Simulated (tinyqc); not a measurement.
Trap density and cross-section from triangular pulses.

Question. In charge pumping, for a flat interface trap density D0 and a symmetric triangular wave, Qcp = -2 q A D0 Vt ln[vth s ni (dV/Va)/(2 f)], with s the geometric mean cross-section. Find D0, the frequency f0 where the line meets zero, and s.

Inputs (values chosen for the exercise):
- T = 300 K (temperature)
- A = 0.13 um^2 (gate area)
- vth = 1e7 cm/s (thermal velocity at 300 K, one nominal value for electrons and holes)
- dV = 0.98 V (Vth - Vfb)
- Va = 2.9 V (pulse height)

Constants: q = 1.602176634e-19 C, kB = 1.380649e-23 J/K, Vt = kB T/q. Results are converted to the units shown.

Qcp at f = 10000 and 5e5 Hz (fC): [0.0054329259, 0.0080027839]
ni = 7.3060450e9 cm^-3

Answer. Qcp is linear in ln f: the slope gives D0 and the zero gives s = 2 f0 Va/(vth ni dV).

D0 = 6.100e10 cm^-2 eV^-1
f0 = 2.560 Hz
s = 2.074e-16 cm^2

tinyqc, about 0.01 s, one thread, Intel Xeon 2.30GHz (shared host): `OMP_NUM_THREADS=1 python tinyqc.py 2030134 2030135 out.jsonl`
